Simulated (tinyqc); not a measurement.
Inside a calculation. Model: capacitance measurement on a leaky thin oxide: effects of series resistance and leakage.

Computed by the program tinyqc: `OMP_NUM_THREADS=1 python tinyqc.py 2022134 2022135 out.jsonl`, one thread of a shared Intel Xeon 2.30GHz, about 0.01 s for the whole run. Printed values are rounded.

The device is a capacitance C in parallel with a leakage conductance G, in series with Rs and Ls. An impedance meter reports either a parallel pair (Cp, Gp) from Y = 1/Z = Gp + i w Cp or a series pair (Cs, Rm) from Z = Rm + 1/(i w Cs); w = 2 pi f, dissipation D = Gp/(w |Cp|).

Values chosen for this exercise; values of the order met in thin-oxide MOS capacitors:
```
symbol,value,unit,meaning
eox,8.82,,relative permittivity of the gate insulator (close to aluminium oxide)
tox,2.5,nm,insulator thickness
A,400,um^2,gate area
zc,0.57,nm,oxide-equivalent thickness added by the accumulation layer
zp,0,nm,oxide-equivalent thickness added by gate depletion
Jg,3.2,A/cm^2,"gate leakage current density, not matched to the thickness"
Vs,0.2,V,voltage for an e-fold rise of the leakage
Rs,130,ohm,series resistance
Ls,0,nH,series inductance
f,50000,Hz,measuring frequency
```

Constants: eps0 = 8.8541878128e-14 F/cm where lengths are in cm. Results are converted to the units shown.

## True capacitance and conductance

EOT = 3.9 tox/eox; CET = EOT + zc + zp; C = 3.9 eps0 A/CET; G = Jg A/Vs.

EOT = 1.10544 nm
CET = 1.67544 nm
C = 8.24411 pF
G = 64 uS

## What the meter reports

Z = Rs + i w Ls + 1/(G + i w C).

Z = (1.57295-0.06313i) x 1e4 ohm
Cp = 8.10862 pF
Gp = 63.4728 uS
Cs = 5042.28 pF
D = 24.9167

Cp is 1.6 % below C and Cs is 612 times it; G Rs = 0.00832, w C Rs = 3.37e-4 and G/(w C) = 24.7.
